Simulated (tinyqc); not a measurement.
Surface segregation during layer-by-layer epitaxy: two-layer exchange kinetics and the shape of quantum wells and delta layers: one step, computed by the program tinyqc.

Atoms A and B exchange only between the growing layer and the one below it. B is supplied for N layers, then pure A follows.

Problem. Exchange rates. p1 = nu exp(-E1/(k_B T)) (B up, A down), p2 = nu exp(-(E1 + E_s)/(k_B T)) (B down); time per layer tau = 1/G; K = p1/p2. Temperatures in kelvin are T(C) + 273.15. Dilute equilibrium share passed up per layer R_eq = K/(1 + K).

Inputs (values chosen for the exercise, close to those used for antimony in silicon):

| quantity | value | unit |
|---|---|---|
| barrier E1 for B to move up | 1.75 | eV |
| segregation energy E_s | 0.56 | eV |
| attempt frequency nu | 1 | THz |
| growth rate G | 0.55 | layers/s |
| temperature T | 420 | C |

Constants: k_B = 8.617333262e-05 eV/K.

Give: p1; p2; p1 tau; K; R_eq.

Solution.

p1 = 0.1888 1/s

p2 = 1.601e-05 1/s

p1 tau = 0.3433

K = 11794

R_eq = 0.9999

Exchange and growth compete.
